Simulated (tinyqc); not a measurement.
Shallow acceptor in the spherical four-band model, step by step. Values are carried at full precision from step to step, so a last printed digit may differ when a step is redone from the rounded ones.

Units Ry* = Ry/(g1 eps^2) and a* = a0 eps g1; mu = (6 g3 + 4 g2)/(5 g1) is the spherical heavy-light coupling and delta = (g3 - g2)/g1 the cubic term, which is left out.

Constants: Ry = 13.60569312 eV; a0 (Bohr radius) = 0.5291772105 angstrom.

Values chosen for the exercise (near those of a shallow acceptor in Si, where the small spin-orbit splitting and strong warping make this model rough; shifted at random, so the results belong to these values and not to a real crystal):
```
symbol  value          unit    meaning
g1      4.29                   Luttinger gamma1
g2      0.34                   gamma2
g3      1.44                   gamma3
eps     11.7                   dielectric constant
al      (0.427, 2.56)  1/a*^2  exponents a_i, the same for f and g
Dso     0.044          eV      spin-orbit splitting
```

## Units and couplings

Give Ry*, a*, mu, delta and the spherical masses 1/(g1 (1 -/+ mu)).

Ry* = 23.168 meV
a* = 26.56 angstrom
mu = 0.4662
delta = 0.2564

heavy and light mass (m0): 0.4367  0.1590

A hydrogen model with the heavy mass would bind by Ry*/(1 - mu) = 43.4 meV and with the light mass by 15.8 meV. delta/mu = 0.55: the cubic term is not small, so the spherical result is a first estimate.

## Matrices in a small basis

The ground state 1S3/2 has an L = 0 part f(r) and an L = 2 part g(r). In units of Ry* and a*, with Gaussians f_i = exp(-a_i r^2), g_i = r^2 exp(-a_i r^2), A = a_i + a_j and I(n) = Gamma((n + 1)/2)/(2 A^((n + 1)/2)): S_ff = I(2), S_gg = I(6), H_ff = (6 a_i a_j/A) I(2) - 2 I(1), H_gg = (14 a_i a_j/A) I(6) - 2 I(5), H_fg = -mu [15 I(2) - 20 a_j I(4) + 4 a_j^2 I(6)]; each function is then normalised. The split-off band is left out.

Form S and H.

S, lower triangle:
```
        f1      f2      g1      g2
f1  1.0000
f2  0.5857  1.0000
g1       0       0  1.0000
g2       0       0  0.2870  1.0000
```

H (Ry*), lower triangle:
```
         f1       f2      g1       g2
f1  -0.8045
f2  -0.9984   2.5735
g1  -0.7710  -1.3268  1.8767
g2  -0.2213  -4.6223  0.8735  15.1966
```

## Ground state in the small basis

Solve H u = E S u for the lowest level of the acceptor; the first half of the basis is L = 0 and the second L = 2. Give E, E without the f-g block, and the L = 2 weight u_g S_gg u_g with u S u = 1.

E = -1.180 Ry*
E without coupling = -0.873 Ry*
L = 2 weight = 0.091

Without the coupling the exact value is -1, which this basis, tuned to the compact coupled state, misses by 0.127. The coupling to L = 2 takes the level to 1.18 times that exact value.

## Converged result

Converged values use 22 exponents 2.2^i, i = -7 to 14, for f and for g.
Ground and next level of the same symmetry, L = 2 weight and mean radius.

1S3/2 and 2S3/2 (Ry*): -1.249  -0.340

binding energies (meV): 28.9  7.9

L = 2 weight = 0.095
<r> = 33.0 angstrom

The small basis reaches 95 % of the binding. The ratio 1S/2S is 3.67 (4 for hydrogen). The binding is 0.66 of Dso, so the split-off band, left out here, would deepen it noticeably.

## Checks

- Level at mu = 0 against -1 Ry*: both -1.0000.
- Ground level from a second, denser basis, Ry*: both -1.249.

Computed by tinyqc, a small Python program: `OMP_NUM_THREADS=1 python tinyqc.py 1282762 1282763 out.jsonl` (the numbers bound the seed that draws the inputs); one thread of a shared host (Intel(R) Xeon(R) Processor @ 2.30GHz), about 0.03 s for the whole set of steps.
